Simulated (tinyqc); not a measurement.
Worked calculation: LCCD on RHF in the sto-6g basis, for H4, spin multiplicity 1. One step of it, computed by the program tinyqc.

Problem. Iteration 7 (converged): orbitals. Diagonalise F' = X^T F X, C = X C', fill 2 alpha and 2 beta electrons from the bottom; D = 2 C_occ C_occ^T. Each column has its largest component positive (the first on a tie).

converged F (hartree):
```
,1H 1s,2H 1s,3H 1s,4H 1s
1H 1s,-0.272133,-0.502367,-0.070049,-0.003357
2H 1s,-0.502367,-0.294183,-0.188121,-0.070148
3H 1s,-0.070049,-0.188121,-0.294569,-0.502809
4H 1s,-0.003357,-0.070148,-0.502809,-0.272525
```

X:
```
,1H 1s,2H 1s,3H 1s,4H 1s
1H 1s,1.134348,-0.331220,0.034461,-0.009209
2H 1s,-0.331220,1.164786,-0.158983,0.034492
3H 1s,0.034461,-0.158983,1.165189,-0.331781
4H 1s,-0.009209,0.034492,-0.331781,1.134741
```

Give: F' = X^T F X; orbital energies; coefficients C; D after iteration 7.

Solution.

F' = X^T F X (hartree):
```
,1,2,3,4
1,-0.0065,-0.5054,0.0431,-0.0024
2,-0.5054,0.0131,-0.1836,0.0431
3,0.0431,-0.1836,0.0133,-0.5059
4,-0.0024,0.0431,-0.5059,-0.0063
```

orbital energies (hartree): MO1 -0.5592, MO2 -0.4615, MO3 0.3799, MO4 0.6543

coefficients C:
```
,MO1,MO2,MO3,MO4
1H 1s,0.3505,0.4562,0.7450,0.7154
2H 1s,0.4087,0.4014,-0.6194,-0.8837
3H 1s,0.4101,-0.3999,-0.6175,0.8859
4H 1s,0.3520,-0.4549,0.7435,-0.7179
```

D after iteration 7:
```
,1H 1s,2H 1s,3H 1s,4H 1s
1H 1s,0.6618,0.6527,-0.0774,-0.1683
2H 1s,0.6527,0.6564,0.0142,-0.0775
3H 1s,-0.0774,0.0142,0.6562,0.6525
4H 1s,-0.1683,-0.0775,0.6525,0.6616
```
